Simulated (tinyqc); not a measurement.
Random telegraph noise from one oxide trap in a small MOSFET: one step of the calculation.

An acceptor-like trap exchanges electrons with the channel. Inversion charge Q = Cox u, u = n Vt W0(exp((Vg - VT)/(n Vt))), W0 the Lambert function, n = nf, Cox = eps0 eox/tox; linear regime Id = (W/L) mu Q Vd. Relative to threshold the surface potential rises by Vt ln(u/u0) and the oxide voltage by the rest of Vg - VT, with u0 = n Vt W0(1).

Task. Lorentzian spectrum. Spectrum S(f) = 4 dI^2/{(tc + te)[(1/tc + 1/te)^2 + (2 pi f)^2]}; corner fc = (1/tc + 1/te)/(2 pi); variance dI^2 tc te/(tc + te)^2. Give S at f = 0, at fc and at 10 fc.

tc = 2.8128166e-4 s
te = 2.6769761e-4 s
dI = 22.467229 nA

Wanted: fc; S(0); S(fc); S(10 fc); rms current.

Result.

fc = 1160.4 Hz
S(0) = 6.9193e-20 A^2/Hz
S(fc) = 3.4597e-20 A^2/Hz
S(10 fc) = 6.8508e-22 A^2/Hz
rms current = 11.230 nA

The rms value is 0.500 of the step; it reaches its largest share, 1/2, when tc = te.

Range of the model: VT is taken as given; short-channel effects and the uneven flow of current among few electrons are left out.

Computed by the program tinyqc: `OMP_NUM_THREADS=1 python tinyqc.py 2710115 2710116 out.jsonl`, one thread of a shared Intel Xeon 2.30GHz, about 0.01 s for the whole run.
